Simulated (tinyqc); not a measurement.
Resistance of a source-drain extension with a graded tip: two steps of the calculation.

y runs along the channel, the gate covers y > 0. The doping is N0 for y < y0 and N0 10^(-(y - y0)/la) beyond, uniform over the depth xj. Sheet conductance s(y) = q mu(N) max(N - Nch, 0) xj + (for y > 0) ma Cox Vo, with mu(N) = u0 + (u1 - u0)/(1 + (N/Nr)^au) and Cox = eps0 eox/tox. Current is taken as one-dimensional; depletion of the tip, spreading and the contact are left out. The metallurgical junction lies at yj, where N = Nch.

Parameters, values chosen for the exercise; mobility law close to that of electrons in silicon: relative permittivity of the gate insulator (close to aluminium oxide) eox = 8.91; insulator thickness tox = 2.5 nm; active doping of the extension far from the gate N0 = 1.3e20 cm^-3; lateral abruptness la = 6.2 nm/decade; position under the gate where the fall begins (gate edge at 0) y0 = 4.1 nm; depth of the extension xj = 17 nm; channel doping Nch = 2.6e18 cm^-3; gate overdrive Vo = 0.71 V; mobility of the gate-induced layer ma = 120 cm^2/(V s); mobility at low doping u1 = 1414 cm^2/(V s); mobility at high doping u0 = 68.5 cm^2/(V s); reference doping Nr = 9.2e16 cm^-3; exponent au = 0.711; gate length Lg = 45 nm.

Constants: q = 1.602176634e-19 C, eps0 = 8.8541878128e-14 F/cm where lengths are in cm. Results are converted to the units shown.

Task 1. Sheet resistances and junction position. yj = y0 + la log10(N0/Nch); sheet resistance of the full extension 1/[q mu(N0)(N0 - Nch) xj] and of the gate-induced layer 1/(ma Cox Vo); metallurgical length Lg - 2 yj; ye is where the doped and the gate-induced conductances are equal.

Find: yj; sheet resistance of the extension; sheet resistance of the induced layer; metallurgical length; ye; N at ye.

Result 1.

yj = 14.634 nm
sheet resistance of the extension = 378.18 ohm/square
sheet resistance of the induced layer = 3719.4 ohm/square
metallurgical length = 15.733 nm
ye = 10.623 nm
N at ye = 1.1532e19 cm^-3

The gate takes over 4.01 nm before the junction, where N is still 4.44 times the channel doping.

Task 2. Resistance of the overlapped part. Midpoint rule on 9 equal steps from 0 to yj: R_ov = sum h/s(y), per width.

Find: y; N; doped conductance; sheet resistance; R_ov.

Result 2.

```
point  y (nm)  N (cm^-3)  doped conductance (uS)  sheet resistance (ohm/square)
0      0.8130   1.300e20                    2644                          343.3
1       2.439   1.300e20                    2644                          343.3
2       4.065   1.300e20                    2644                          343.3
3       5.691   7.200e19                    1516                          560.3
4       7.317   3.936e19                   864.9                          882.0
5       8.943   2.152e19                   493.5                           1312
6       10.57   1.177e19                   274.4                           1841
7       12.19   6.432e18                   136.9                           2465
8       13.82   3.516e18                   40.52                           3232
```

R_ov = 18.41 ohm um

tinyqc, about 0.03 s, one thread, Intel Xeon 2.30GHz (shared host): `OMP_NUM_THREADS=1 python tinyqc.py 2282115 2282116 out.jsonl`
